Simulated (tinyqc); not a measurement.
Shrinking the pitch: stress in a transistor channel from embedded alloy regions, liners and fins, by half-space elasticity. Computed by tinyqc, a small Python program. Command: `OMP_NUM_THREADS=1 python tinyqc.py 3017199 3017200 out.jsonl stressor walk`. One thread of a shared host (Intel(R) Xeon(R) Processor @ 2.30GHz), about 0.01 s of CPU time with the checks.

Plane strain in an isotropic half-space, the same constants everywhere; x along the channel from its centre, y downwards from the free surface; stress is positive in tension.

Inputs (values chosen for the exercise, modelled on silicon):

| quantity | value | unit |
|---|---|---|
| alloy fraction x | 0.012 | - |
| lattice change per unit x, beta | -0.458 | - |
| Young's modulus E | 160 | GPa |
| Poisson ratio nu | 0.22 | - |
| channel length L | 22 | nm |
| length of each stressor S | 60 | nm |
| recess depth d | 40 | nm |
| depth of the field point y | 5.8 | nm |

Stressor: Si(1-x)C(x) source and drain.

Method:
- Misfit e = beta x. A fully constrained inclusion holds the stress -p with p = E e/(1 - 2 nu); a blanket film would hold -E e/(1 - nu) in the plane.
- A line element dA of misfit at (a, c) in the half-space gives, with C = E e/(2 pi (1 - nu)), X = x - a, r1^2 = X^2 + (y - c)^2, r2^2 = X^2 + Y^2, Y = y + c: s_xx = -C dA {[X^2 - (y - c)^2]/r1^4 + 3 [X^2 - Y^2]/r2^4 + 4 y Y (Y^2 - 3 X^2)/r2^6}, s_yy = C dA {[X^2 - (y - c)^2]/r1^4 - [X^2 - Y^2]/r2^4 + 4 y Y (Y^2 - 3 X^2)/r2^6}. These are integrated over two rectangles, L/2 < |a| < L/2 + S, 0 < c < d (closed form in a, 200 Gauss-Legendre points in c).
- L and S are scaled together at fixed d, then S alone, then L alone.

misfit e = -0.005496

S_xx at the centre (MPa):

| scale | L and S scaled | S alone | L alone |
|---|---|---|---|
| 0.35 | -114.41 | 149.28 | 334.62 |
| 0.50 | 68.62 | 266.35 | 392.69 |
| 0.70 | 305.42 | 403.63 | 474.58 |
| 1.00 | 563.09 | 563.09 | 563.09 |
| 1.40 | 751.22 | 709.84 | 615.13 |
| 2.00 | 852.40 | 847.04 | 613.41 |
| 3.00 | 838.27 | 971.62 | 537.19 |

What follows from these numbers?

Halving S alone keeps 0.47 of the stress, halving L alone gives 0.70, and halving both 0.12: a shorter channel brings the walls closer but puts y deeper relative to L, where the surface amplifies less, a shorter stressor brings its far wall, which pulls the other way, closer too. Neighbouring devices are left out.
